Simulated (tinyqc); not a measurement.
Channel length: inversion-layer mobility, back-scattering and ballistic limit of a field-effect transistor. Computed by tinyqc, a small Python program. Command: `OMP_NUM_THREADS=1 python tinyqc.py 3026159 3026160 out.jsonl mos walk`. One thread of a shared host (Intel(R) Xeon(R) Processor @ 2.30GHz), about 0.01 s of CPU time with the checks.

The charge at the top of the source barrier is fixed by the gate; series resistance and short-channel effects are left out. F_j are Fermi integrals normalised to exp(eta) in the classical limit.

Inputs (values chosen for the exercise, modelled on a silicon p-channel): transport mass m = 0.31 m_0; valley degeneracy g_v = 1; weight w of the inversion charge = 0.333; permittivity eps = 11.7; phonon mobility at 1 MV/cm and 300 K, mu_ph = 95 cm^2/(V s); roughness mobility at 1 MV/cm, mu_sr = 170 cm^2/(V s); Coulomb mobility at N_inv = 1e12/cm^2, mu_C = 280 cm^2/(V s); electrical oxide thickness t_inv = 3.7 nm; depletion charge N_dep = 3.8e+12 1/cm^2; gate overdrive V_G - V_T = 0.76 V; drain voltage V_D = 0.87 V; exponent a of the critical length = 0.75; temperature T = 300 K.

Statistics at the top of the barrier: Fermi-Dirac.

Constants: eps_0 = 8.8541878128e-12 F/m; e = 1.602176634e-19 C; m_0 = 9.1093837015e-31 kg; k_B = 1.380649e-23 J/K; hbar = 1.054571817e-34 J s; k_B = 8.617333262e-05 eV/K.

Method:
- N_inv = 3.9 eps_0 (V_G - V_T)/(e t_inv); effective field E_eff = e (N_dep + w N_inv)/(eps eps_0).
- mu_phonon = mu_ph (E_eff/1 MV/cm)^(-0.3) (T/300 K)^(-1.75); mu_rough = mu_sr (E_eff/1 MV/cm)^(-2); mu_Coulomb = mu_C (N_inv/1e12 cm^-2) (T/300 K); Matthiessen's rule adds 1/mu.
- F_j(eta) = (1/Gamma(j + 1)) int_0^infinity x^j/(1 + exp(x - eta)) dx, F_0 = ln(1 + exp(eta)). Integrals over x = E/(k_B T) use 160 Gauss-Legendre points in u = sqrt(x) from 0 to sqrt(max(eta, 0) + 32).
- Ballistic channel: N_2D = g_v m k_B T/(pi hbar^2), U = e V_D/(k_B T); eta_F solves N_inv = (N_2D/2)[F_0(eta_F) + F_0(eta_F - U)]; v_T = sqrt(2 k_B T/(pi m)); I/W = e (N_2D/2) v_T [F_1/2(eta_F) - F_1/2(eta_F - U)]; injection velocity v_T F_1/2(eta_F)/F_0(eta_F).
- Mean free path lambda = (2 k_B T/e)(mu/v_T) F_0(eta_0)/F_-1/2(eta_0), with eta_0 from N_inv = N_2D F_0(eta_0); critical length l = L (1 + U)^(-a), an empirical rule; back-scattering r = l/(l + lambda). Then eta solves N_inv = (N_2D/2)[(1 + r) F_0(eta) + (1 - r) F_0(eta - U)] and I/W = e (N_2D/2) v_T (1 - r)[F_1/2(eta) - F_1/2(eta - U)].
- The last column is the long-channel law e N_inv mu V/L with V = V_D - V_D^2/(2 V_ov) below pinch-off and V_ov/2 above, V_ov = V_G - V_T.

inversion density N_inv = 4.42705e+12 1/cm^2

effective mobility mu = 68.3854 cm^2/(V s)

ballistic current I/W = 965.714 microampere/micrometre

Currents (microampere/micrometre):
```
L (nm)        r     I/W  ballistic ratio  long-channel law
5       0.06952  824.10          0.85336            3686.4
10      0.12999  718.32          0.74382            1843.2
20      0.23008  571.11          0.59138             921.6
40      0.37409  404.55          0.41891             460.8
80      0.54449  255.18          0.26424             230.4
160     0.70507  146.65          0.15186             115.2
400     0.85667   64.40          0.06669              46.1
1000    0.93727   26.81          0.02776              18.4
```

What does the comparison show, and why?

The current scales as L^-0.96 at the long end and as L^-0.20 at the short end, where it reaches 85 % of the ballistic 966. The long-channel law passes the ballistic limit between 10.0 and 20.0 nm and has no meaning below. At 1000 nm the model gives 1.45 times the long-channel law; the rule for l is a fit for short devices and fails wherever the model exceeds that law. Raising mu by 10 % at 20 nm raises I by 3.9 %.

Extremes, crossings and ranges named in words are read from the listed rows.
